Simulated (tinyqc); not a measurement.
Length of a polyene: Hueckel, PPP and singles CI along the polyenes. Computed by the program tinyqc. 

All-trans chains of carbon centres 1.40 angstrom apart:

| parameter | value |
|---|---|
| beta (eV), times 1 +/- alternation | -2.370000 |
| alternation | 0.050000 |
| W (eV) | 11.160000 |
| gamma_rr (eV) | 11.180000 |
| repulsion formula | MN |

Hueckel uses the same beta without repulsion; CIS keeps all single excitations and so misses the low, doubly excited 2Ag state. W is the valence ionisation energy of a centre, MN the Mataga-Nishimoto formula, f the oscillator strength.

Gaps and excitations (eV):

| centres | Hueckel gap | PPP orbital gap | bright singlet (CIS) | f | lowest triplet (CIS) |
|---|---|---|---|---|---|
| 2 | 4.977 | 10.334 | 7.888 | 0.676 | 2.066 |
| 4 | 3.211 | 7.981 | 5.563 | 1.071 | 1.244 |
| 6 | 2.406 | 6.798 | 4.481 | 1.508 | 0.879 |
| 8 | 1.951 | 6.088 | 3.842 | 1.921 | 0.681 |
| 10 | 1.659 | 5.618 | 3.421 | 2.308 | 0.561 |
| 12 | 1.457 | 5.286 | 3.124 | 2.672 | 0.481 |

The Hueckel gap tends to 4 x alternation x |beta| = 0.47 eV for long chains. Exchange opens the PPP orbital gap, and the attraction of electron and hole brings the bright state 2.16 eV below it at 12 centres; the triplet lies 2.64 eV lower still.
